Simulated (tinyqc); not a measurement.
A log to judge: decay of LO phonons and the hot-phonon bottleneck in the cooling of electrons. Computed by tinyqc. Command: `OMP_NUM_THREADS=1 python tinyqc.py 3011074 3011075 out.jsonl hotphonon walk`. One thread of a shared host (Intel(R) Xeon(R) Processor @ 2.30GHz), about 0.01 s of CPU time with the checks.

n(E, T) = 1/(exp(E/(k_B T)) - 1) is the Bose occupation. Electrons have a temperature T_e; the LO modes within their reach share one occupation N; the decay products stay at the lattice temperature.

Inputs (values chosen for the exercise, modelled on gallium oxide): LO energy hbar omega = 45.3 meV; lifetime at T = 0, tau_0 = 1.1 ps; lattice temperature T = 250 K; electron mass m* = 0.279 m_0; eps_inf = 3.57; static dielectric constant eps_s = 9.99; electron density n = 3e+18 1/cm^3; density of LO modes that the electrons reach, N_m = 3.2e+19 1/cm^3; power supplied per electron P = 6.7 nW; step factor = 0.02.

Decay channel: two equal phonons (Klemens).

Constants: k_B = 8.617333262e-05 eV/K; c = 299792458 m/s; e^2/(4 pi eps_0) = 14.39964548 eV angstrom; hbar^2/(2 m_0) = 3.80998212 eV angstrom^2; hbar = 6.582119569e-16 eV s; e = 1.602176634e-19 C.

Method:
- Decay rate 1/tau = (1/tau_0) [1 + 2 n(hbar omega/2)].
- Full width Gamma = 1/(2 pi c tau) in 1/cm, c in cm/s.
- Froehlich coupling alpha = (e^2/(4 pi eps_0)) (1/eps_inf - 1/eps_s) k_0/(2 hbar omega), k_0 = sqrt(m* hbar omega/(hbar^2/(2 m_0))); emission time tau_sp = hbar/(2 alpha hbar omega); bottleneck ratio r = (n/N_m) tau/tau_sp.
- Net emission per electron: [(N + 1) x - N]/tau_sp with x = exp(-hbar omega/(k_B T_e)), a simple two-level balance; steady state of the modes: n [(N + 1) x - N]/tau_sp = N_m (N - N_0)/tau; power per electron P = hbar omega [(N + 1) x - N]/tau_sp.
- Eliminating N gives P(T_e) = (hbar omega/tau_sp) [(N_0 + 1) x - N_0]/[1 + r (1 - x)]. Newton steps on ln P against ln T_e, times the step factor, each limited to 0.7 in ln T_e and to keeping a fifth of T_e - T; start at 1.5 T; stop when |ln(P/P(T_e))| < 1e-9 or after 40 steps.

Iterations:
```
step  T_e (K)  P(T_e) (nW)  ln(P/P(T_e))
0     375.000      24.4804      -1.29576
1     371.967      23.8491      -1.26964
2     369.067      23.2464      -1.24404
3     366.291      22.6707      -1.21897
4     363.634      22.1205      -1.19440
5     361.089      21.5944      -1.17033
6     358.649      21.0911      -1.14674
7     356.311      20.6093      -1.12364
8     354.068      20.1480      -1.10100
...       ...          ...           ...
31    320.534      13.3556      -0.68982
32    319.611      13.1717      -0.67596
33    318.718      12.9939      -0.66237
34    317.854      12.8221      -0.64906
35    317.017      12.6560      -0.63602
36    316.207      12.4952      -0.62324
37    315.423      12.3398      -0.61072
38    314.663      12.1893      -0.59845
39    313.927      12.0436      -0.58643
```

Can the last value be used, and what does the course show?

No. Not converged: the residual falls at every step, but slowly, by a factor of about 0.980 a step. Near the root each step multiplies the error by 1 - (step factor) = 0.98. Reruns converge with step factor = 1.0; or with step factor = 0.7.
